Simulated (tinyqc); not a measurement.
Conduction-band anticrossing with a localised impurity level, step by step. Values are carried at full precision from step to step, so a last printed digit may differ when a step is redone from the rounded ones.

Host conduction band EM(k) = Eg - al x + c k^2/mM, c = hbar^2/2m0, coupled to a flat level EI by V = C sqrt(x): H = [[EM, V], [V, EI]], E+/- = (EM + EI)/2 +/- sqrt((EM - EI)^2/4 + V^2). The host weight of a state at E is f = 1/(1 + V^2/(E - EI)^2), and its mass at k = 0 is mM/f. The gap is E-(0), the valence top staying at 0.

Constants: hbar^2/2m0 = 3.80998211 eV angstrom^2.

Inputs chosen for the exercise (host near GaAs; shifted at random, so the results belong to these values and not to a real crystal):
```
symbol  value   unit        meaning
Eg      1.527   eV          gap at Gamma to the s-like level
mM      0.0661  m0          mass of the host band
EI      1.739   eV          impurity level, from the valence top of the host
C       2.61    eV          coupling
al      0.58    eV          linear shift of the host edge
x       0.0029              impurity fraction
k       0.034   1/angstrom  wave vector
```

## The two levels at k = 0

Give EM, V, both levels, their host weights, the gap and the mass of the band at the gap.

EM(0) = 1.5253 eV
V = 0.1406 eV

E-, E+ (eV): 1.4556  1.8087

host weights: 0.8026  0.1974

gap = 1.4556 eV
mass of E- = 0.0824 m0

The gap is 71 meV below that of the host, 246 meV per 1 % of impurity. V/|EM - EI| = 0.66; second-order perturbation theory would shift the host level by V^2/(EM - EI) = -92 meV, the exact shift is -70 meV.

## The levels at one k

Fill in the matrix and give levels and weights.

H (eV):
```
,host,impurity
host,1.5919,0.1406
impurity,0.1406,1.7390
```

E-, E+ (eV): 1.5069  1.8241

host weights: 0.7318  0.2682

## Dispersion

Seven points from k = 0 to 0.12 1/angstrom.

Levels (eV):
```
k (1/angstrom),EM,E-,E+,host weight of E-
0.000,1.5253,1.4556,1.8087,0.803
0.020,1.5484,1.4739,1.8135,0.781
0.040,1.6175,1.5252,1.8314,0.698
0.060,1.7328,1.5953,1.8765,0.511
0.080,1.8942,1.6561,1.9772,0.258
0.100,2.1017,1.6909,2.1498,0.105
0.120,2.3553,1.7085,2.3859,0.045
```

E- flattens towards EI = 1.739 eV, which it cannot cross: its width is bounded by 0.283 eV, of which 89 % is used up at the last point. The unmixed host band crosses EI at k = 0.0609 1/angstrom, where the splitting is smallest, 2V = 0.281 eV.

## Checks

- Closed form against diagonalisation: they agree to 1e-10 or better.
- Mass mM/f against the curvature of the band: both 0.08236.

Run: tinyqc, `OMP_NUM_THREADS=1 python tinyqc.py 1051178 1051179 out.jsonl`; Intel(R) Xeon(R) Processor @ 2.30GHz, one thread, shared host; about 0.01 s of CPU time with all checks.
